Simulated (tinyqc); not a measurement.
Inside a calculation. Model: circular transfer-length structure.

Numbers from tinyqc (`OMP_NUM_THREADS=1 python tinyqc.py 2760133 2760134 out.jsonl`; about 0.01 s on one thread of a shared Intel Xeon 2.30GHz). Printed values are rounded.

A disc contact of radius r0 and a very wide ring contact from r1 = r0 + sp outwards lie on a thin layer; the metal has no resistance and the sheet resistance under the contacts equals Rsh.

Inputs (values chosen for the exercise): sheet resistance of the semiconductor layer Rsh = 2200 ohm/sq; specific contact resistivity rc = 7.9e-6 ohm cm^2; radius of the inner contact r0 = 1.6 um; gap between the contacts sp = 0.37 um.

## The three parts of the resistance

Transfer length Lt = sqrt(rc/Rsh). R = (Rsh/2 pi) [(Lt/r0) I0(r0/Lt)/I1(r0/Lt) + ln(r1/r0) + (Lt/r1) K0(r1/Lt)/K1(r1/Lt)] with modified Bessel functions; for r0 >> Lt both ratios tend to 1.

Lt = 0.5992419 um
I0/I1 = 1.278293
K0/K1 = 0.8749018
inner contact = 167.6314 ohm
gap = 72.83978 ohm
outer contact = 93.18330 ohm
R = 333.6545 ohm

The contacts make up 78.2 % of R.

## The large-radius form

Transfer length Lt = sqrt(rc/Rsh). R = (Rsh/2 pi) [(Lt/r0) I0(r0/Lt)/I1(r0/Lt) + ln(r1/r0) + (Lt/r1) K0(r1/Lt)/K1(r1/Lt)] with modified Bessel functions; for r0 >> Lt both ratios tend to 1. Large radius: R = (Rsh/2 pi) [Lt (1/r0 + 1/r1) + ln(r1/r0)], and linearised for sp << r0: Rsh (sp + 2 Lt)/(2 pi r0).

large-radius R = 310.4839 ohm
linearised R = 343.2440 ohm

Against the Bessel form the first is 6.9 % below it and the second 2.9 % above it.
